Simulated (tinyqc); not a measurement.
## Free and trapped electrons in a MOS channel with a dense trap tail: free and trapped charge against gate voltage

p-type body, charge-sheet picture, full ionisation (an idealisation for deep acceptors), Boltzmann statistics for free electrons. e = Ec - EF at the surface. Acceptor-like traps of density D(E) = D0 + De exp(-E/Ew) at depth E below Ec, from 0 to Eu, hold n_t = integral of D(E)/(1 + exp((e - E)/Vt)). psi = Eg - Vt ln(Nv/Na) - e; N_dep = sqrt(2 eps0 eps_r Na (psi - Vt)/q); n_f = sqrt(N_dep^2 + 2 eps0 eps_r Vt Nc exp(-e/Vt)/q) - N_dep; Vg = Vfb + psi + q (N_dep + n_t + n_f)/Cox, Cox = eps0 eox/tox.

Free share n_f/(n_f + n_t); swing ln 10 n_f/(dn_f/dVg); field-effect mobility mf q (dn_f/dVg)/Cox, for a constant mf; oxide field q (N_dep + n_t + n_f)/(eps0 eox).

Parameters, values chosen for the exercise; band and dielectric values close to those of 4H silicon carbide:
- T = 250 K (temperature)
- Eg = 3.24 eV (band gap)
- eps_r = 9.53 (relative permittivity)
- Nc = 1.29e19 cm^-3 (conduction-band density of states at T)
- Nv = 1.89e19 cm^-3 (valence-band density of states at T)
- eox = 3.9 (relative permittivity of the insulator)
- tox = 32 nm (insulator thickness)
- Na = 2.8e16 cm^-3 (acceptor density)
- Vfb = -2.37 V (flat-band voltage without trapped charge)
- D0 = 2.5e11 cm^-2 eV^-1 (constant background density of acceptor-like traps)
- De = 3.3e12 cm^-2 eV^-1 (density of the tail at the conduction edge)
- Ew = 0.07 eV (decay energy of the tail)
- Eu = 0.83 eV (depth below Ec down to which the traps reach)
- mf = 160 cm^2/(V s) (mobility of free electrons)

Constants: q = 1.602176634e-19 C, kB = 1.380649e-23 J/K, Vt = kB T/q, eps0 = 8.8541878128e-14 F/cm where lengths are in cm. Results are converted to the units shown.

Result of one run:

| e (eV) | n_f (cm^-2) | n_t (cm^-2) | free share (%) | swing (mV/decade) | field-effect mobility (cm^2/(V s)) | oxide field (MV/cm) |
|---|---|---|---|---|---|---|
| -0.01204 | 1.501e12 | 4.122e11 | 78.46 | 5321 | 154.3 | 1.331 |

Which gate voltage Vg gave this result: 2, 3.2, 3.8, 5 or 6.8 V?

Vg = 5 V.

The whole series:

| Vg (V) | e (eV) | n_f (cm^-2) | n_t (cm^-2) | free share (%) | swing (mV/decade) | field-effect mobility (cm^2/(V s)) | oxide field (MV/cm) |
|---|---|---|---|---|---|---|---|
| 2 | 0.2858 | 2.792e6 | 1.406e11 | 0.001985 | 85.14 | 0.01794 | 0.4863 |
| 2.6 | 0.06601 | 6.993e10 | 2.917e11 | 19.34 | 420.0 | 91.07 | 0.6051 |
| 3.2 | 0.02659 | 3.749e11 | 3.582e11 | 51.14 | 1501 | 136.6 | 0.7803 |
| 3.8 | 0.008850 | 7.357e11 | 3.868e11 | 65.54 | 2732 | 147.3 | 0.9622 |
| 4.4 | -0.003006 | 1.114e12 | 4.026e11 | 73.46 | 4013 | 151.9 | 1.146 |
| 5 | -0.01204 | 1.501e12 | 4.122e11 | 78.46 | 5321 | 154.3 | 1.331 |
| 5.6 | -0.01939 | 1.893e12 | 4.185e11 | 81.89 | 6647 | 155.8 | 1.516 |
| 6.2 | -0.02561 | 2.288e12 | 4.229e11 | 84.40 | 7986 | 156.7 | 1.701 |
| 6.8 | -0.03100 | 2.684e12 | 4.260e11 | 86.30 | 9333 | 157.3 | 1.887 |

n_f reaches 1e11 cm^-2 at Vg = 2.67 V, against 2.22 V without traps. The free share rises from 0.00199 to 86.3 % and the field-effect mobility rises from 0.0179 to 157 cm^2/(V s), although mf = 160 is constant: in the last row 98.3 % of Cox dVg goes into free electrons. The swing in the first row is 85.1 mV a decade (Vt ln 10 = 49.6). For Vg = 3.2, 3.8, 4.4, 5, 5.6, 6.2, 6.8 EF lies less than 2 Vt below the band edge, or above it, where degeneracy and confinement, left out, matter.

Program tinyqc, `OMP_NUM_THREADS=1 python tinyqc.py 2222033 2222034 out.jsonl`; Intel Xeon 2.30GHz, shared host, one thread, about 0.03 s.
